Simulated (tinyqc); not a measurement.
Hubbard ring of 6 sites, step by step. One step of it, computed by the program tinyqc.

Question. Mean-field iteration 2. H(up) = T + U n(down), H(down) = T + U n(up); fill the lowest levels; n(new) = n + mixing (n(out) - n); E = tr T (rho up + rho down) + U sum n_up n_down of the output.

one-body matrix (hopping and site energies) (eV):
```
           1          2          3          4          5          6
1   0.000000  -0.920000   0.000000   0.000000   0.000000  -0.920000
2  -0.920000   0.000000  -0.920000   0.000000   0.000000   0.000000
3   0.000000  -0.920000   0.000000  -0.920000   0.000000   0.000000
4   0.000000   0.000000  -0.920000   0.000000  -0.920000   0.000000
5   0.000000   0.000000   0.000000  -0.920000   0.000000  -0.920000
6  -0.920000   0.000000   0.000000   0.000000  -0.920000   0.000000
```

U = 7.000000 eV

electrons, up and down: 3  3

mixing = 0.200000

n(up) after iteration 1: 1 0.826135, 2 0.173865, 3 0.826135, 4 0.173865, 5 0.826135, 6 0.173865

n(down) after iteration 1: 1 0.173865, 2 0.826135, 3 0.173865, 4 0.826135, 5 0.173865, 6 0.826135

Give: levels, up; levels, down; energy; n(up) after iteration 2; n(down) after iteration 2.

Answer.

levels, up (eV): 0.5679  1.0387  1.0387  5.9613  5.9613  6.4321

levels, down (eV): 0.5679  1.0387  1.0387  5.9613  5.9613  6.4321

energy = -1.2768 eV

n(up) after iteration 2: 1 0.8487, 2 0.1513, 3 0.8487, 4 0.1513, 5 0.8487, 6 0.1513

n(down) after iteration 2: 1 0.1513, 2 0.8487, 3 0.1513, 4 0.8487, 5 0.1513, 6 0.8487
